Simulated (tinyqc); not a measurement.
The mobility curve: inversion-layer mobility, back-scattering and ballistic limit of a field-effect transistor. Computed by tinyqc, a small Python program. Command: `OMP_NUM_THREADS=1 python tinyqc.py 3005705 3005706 out.jsonl mos walk`. One thread of a shared host (Intel(R) Xeon(R) Processor @ 2.30GHz), about 0.01 s of CPU time with the checks.

The charge at the top of the source barrier is fixed by the gate; series resistance and short-channel effects are left out. F_j are Fermi integrals normalised to exp(eta) in the classical limit.

Inputs (values chosen for the exercise, modelled on a silicon p-channel): weight w of the inversion charge = 0.333; permittivity eps = 11.7; phonon mobility at 1 MV/cm and 300 K, mu_ph = 110 cm^2/(V s); roughness mobility at 1 MV/cm, mu_sr = 130 cm^2/(V s); Coulomb mobility at N_inv = 1e12/cm^2, mu_C = 270 cm^2/(V s); electrical oxide thickness t_inv = 1.3 nm; depletion charge N_dep = 7.5e+11 1/cm^2; temperature T = 300 K.

Statistics at the top of the barrier: Fermi-Dirac.

Constants: eps_0 = 8.8541878128e-12 F/m; e = 1.602176634e-19 C.

Method. N_inv = 3.9 eps_0 (V_G - V_T)/(e t_inv); effective field E_eff = e (N_dep + w N_inv)/(eps eps_0). mu_phonon = mu_ph (E_eff/1 MV/cm)^(-0.3) (T/300 K)^(-1.75); mu_rough = mu_sr (E_eff/1 MV/cm)^(-2); mu_Coulomb = mu_C (N_inv/1e12 cm^-2) (T/300 K); Matthiessen's rule adds 1/mu.

Mobilities (cm^2/(V s)):
```
V_G - V_T (V)  N_inv (1/cm^2)  E_eff (MV/cm)  phonon  roughness  Coulomb   total
0.03               4.9737e+11         0.1416  197.73     6482.7    134.3   79.00
0.06               9.9474e+11         0.1672  188.11     4648.8    268.6  108.06
0.12               1.9895e+12         0.2185  173.61     2724.1    537.2  125.18
0.20               3.3158e+12         0.2868  160.01     1580.9    895.3  125.01
0.35               5.8027e+12         0.4148  143.23      755.4   1566.7  111.81
0.50               8.2895e+12         0.5429  132.12      441.0   2238.2   97.25
0.75               1.2434e+13         0.7564  119.61      227.2   3357.3   76.57
1.00               1.6579e+13         0.9698  111.02      138.2   4476.3   60.73
1.50               2.4869e+13         1.3968   99.51       66.6   6714.5   39.67
```

What does the comparison show, and why?

The lowest part is Coulomb at 0.0300, phonon from 0.0600 to 1.00, roughness at 1.50 V. The total peaks at 125 near E_eff = 0.22 MV/cm: screening lifts it at low density and the field presses it down at high density.

Extremes, crossings and ranges named in words are read from the listed rows.
